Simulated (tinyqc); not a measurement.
Floating body of a partially depleted SOI transistor: body voltage and kink: two steps of the calculation.

Source at 0 V. Channel current Ic = 2 nf K Vt^2 [F(0) - F(Vd)](1 + la Vd), F(V) = ln^2(1 + exp((Vg - VT - nf V)/(2 nf Vt))), VT = VT0 - gb Vb. Saturation voltage Vs = 2 Vt sqrt(F(0)) + 3 Vt, excess Ve = (Vd - Vs + sqrt((Vd - Vs)^2 + 0.0004 V^2))/2, multiplication M1 = Ai Ve exp(-Bl/Ve). Each junction passes D(v) = J1 (exp(v/Vt) - 1) + J2 (exp(v/(2 Vt)) - 1). Bipolar current Ib = bb J1 (exp(Vb/Vt) - 1). The body settles where M1 (Ic + Ib) = D(Vb) + D(Vb - Vd) + Vb/Rb; drain current Id = (1 + M1)(Ic + Ib) - D(Vb - Vd).

Inputs (values chosen for the exercise); values of the order met in partially depleted silicon-on-insulator transistors: temperature T = 398 K; threshold at zero body voltage VT0 = 0.38 V; fall of the threshold per volt of body voltage gb = 0.35; slope factor nf = 1.37; gain factor per width K = 180 uA/(V^2 um); channel-length modulation factor la = 0.09 1/V; impact-ionisation prefactor Ai = 1.06 1/V; impact-ionisation voltage Bl = 6.8 V; diffusion saturation current of each junction J1 = 1.4e-8 uA/um; recombination saturation current of each junction J2 = 2.2e-6 uA/um; gain of the lateral bipolar transistor on the diffusion current bb = 3; resistance of a weak body tie to the source (1e9 stands for no tie, and the term is then dropped) Rb = 7e5 kohm um; gate voltage Vg = 0.92 V; drain voltage Vd = 1.6 V.

Constants: q = 1.602176634e-19 C, kB = 1.380649e-23 J/K, Vt = kB T/q. Results are converted to the units shown.

Task 1. New Vb. Current into the body I_in = M1 (Ic + Ib) - D(Vb - Vd), current out I_out = D(Vb) + Vb/Rb; f = ln(I_in/I_out), s = df/dVb by central differences over 1e-5 V, Vb(new) = Vb - f/s.

Vb after iteration 2 = 0.50339170 V

Find: Ic; Ve; M1; I_in; I_out; f; s; Vb after iteration 3.

Result 1.

Ic = 38.6 uA/um
Ve = 0.974 V
M1 = 9.62e-4
I_in = 0.0372 uA/um
I_out = 0.0373 uA/um
f = -0.00144
s = -28.4 1/V
Vb after iteration 3 = 0.503 V

Task 2. Drain current with floating and with grounded body. Id and VT at the converged Vb, Id at Vb = 0, their ratio, and the bipolar share Ib/(Ic + Ib).

converged Vb = 0.50334103 V

Wanted: VT; Id, floating; Id, grounded; ratio; bipolar share.

Result 2.

VT = 0.2038 V
Id, floating = 38.69 uA/um
Id, grounded = 21.99 uA/um
ratio = 1.759
bipolar share = 0.2569 %

The body rises to 0.503 V and lowers the threshold by 176 mV.

Range of the model: The multiplication law is an empirical form chosen for the exercise; self-heating and capacitive coupling to the body are left out, and the linear laws are rough once Vb passes about 0.7 V or M1 about 0.1.

Computed by the program tinyqc: `OMP_NUM_THREADS=1 python tinyqc.py 2182239 2182240 out.jsonl`, one thread of a shared Intel Xeon 2.30GHz, about 0.2 s for the whole run.
